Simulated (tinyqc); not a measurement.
Plane-wave Kohn-Sham cycle with exchange-only LDA in a layered model solid, step by step. Computed by tinyqc, a small Python program that keeps every step. Settings: points = 16, plane-wave index or count = 3, electrons = 2, k points = 2, area = 21.0, mixing = 0.1, iteration cap = 64, Kerker q0 = 0.6. Command: `OMP_NUM_THREADS=1 python tinyqc.py 26139 26140 out.jsonl` (the two numbers bound the seeds that draw the settings). One thread of a shared host (Intel(R) Xeon(R) Processor @ 2.60GHz), about 0.02 s of CPU time with the checks.

A solid whose potential varies along x alone (atomic units):
```
parameter                      value
period a                   17.900000
cross-section of the cell  21.000000
electrons per cell                 2
grid points                       16
plane waves -n..n, n               3
k points                           2
V1 in V1 cos(2 pi x/a)     -0.530000
V2 in V2 cos(4 pi x/a)      0.140000
```

Stop when sqrt(dV sum R^2) is below 1e-8, dV = a A/N.

Course of the cycle:
```
iteration  E (hartree)  norm of the residual
1          -0.92394603              1.35e-01
2          -0.88870363              1.28e-01
3          -0.85636539              1.20e-01
4          -0.82682390              1.13e-01
5          -0.79993197              1.07e-01
6          -0.77552024              1.01e-01
7          -0.75340844              9.55e-02
8          -0.73341301              9.04e-02
9          -0.71535254              8.57e-02
10         -0.69905170              8.13e-02
11         -0.68434403              7.74e-02
...                ...                   ...
54         -0.54598841              1.25e-02
55         -0.54582448              1.20e-02
56         -0.54567868              1.14e-02
57         -0.54554916              1.09e-02
58         -0.54543426              1.04e-02
59         -0.54533248              9.95e-03
60         -0.54524244              9.50e-03
61         -0.54516291              9.07e-03
62         -0.54509279              8.66e-03
63         -0.54503107              8.26e-03
64         -0.54497685              7.88e-03
```

Can the last value be used, and what does the course show?

Not by the stop rule. Not converged within 64 iterations: the residual falls steadily but slowly, by a factor of about 0.95 a step. Reruns (cap 100 unless said): mixing 0.5, Kerker q0 1.0: not converged; mixing 0.3, Pulay depth 5: converged in 31 (E = -0.54468); the original settings with a cap of 400: converged in 362 (E = -0.54468).
